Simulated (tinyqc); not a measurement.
Mobility of a non-polar semiconductor in the relaxation-time approximation: one step, computed by the program tinyqc. Command: `OMP_NUM_THREADS=1 python tinyqc.py 3007917 3007918 out.jsonl rta walk`. One thread of a shared host (Intel(R) Xeon(R) Processor @ 2.30GHz), about 0.01 s of CPU time with the checks.

Each valley is treated as a sphere of mass m_d for states and rates, with one isotropic relaxation time; the conductivity mass m_c sets the current.

Question. Fermi level and screening. Kane band: hbar^2 k^2/(2 m) = E (1 + alpha E), speed v = hbar k/(m (1 + 2 alpha E)), states per spin, volume and energy g(E) = m k (1 + 2 alpha E)/(2 pi^2 hbar^2); overlap factors are set to 1. Here m = m_d. Masses are multiplied by m_0 and all formulas are in SI units. The reduced Fermi level eta = E_F/(k_B T) solves n = 2 Z int g f dE with f = 1/(1 + exp(x - eta)) (Z = 1 unless valleys are given); screening length L_s = sqrt(eps_s eps_0 k_B T/(e^2 dn/deta)), dn/deta = 2 Z int g f (1 - f) dE. Integrals over x = E/(k_B T) use 160 Gauss-Legendre points in u = sqrt(x) from 0 to sqrt(max(eta, 0) + 32).

Inputs (values chosen for the exercise, modelled on electrons in diamond): equivalent valleys Z = 6; non-parabolicity alpha = 0.21 1/eV; static permittivity eps_s = 5.7; carrier density n = 1.3e+19 1/cm^3; temperature T = 400 K.

Band: Kane. Impurity formula: Brooks-Herring. Further scattering: none.

density-of-states mass m_d = 0.4875047 m_0

Constants: k_B = 8.617333262e-05 eV/K; m_0 = 9.1093837015e-31 kg; e = 1.602176634e-19 C; hbar = 1.054571817e-34 J s; eps_0 = 8.8541878128e-12 F/m; k_B = 1.380649e-23 J/K.

Give: reduced Fermi level eta; screening length L_s.

Answer.

reduced Fermi level eta = -1.774

screening length L_s = 0.9390 nm

The gas is between the classical and degenerate limits.
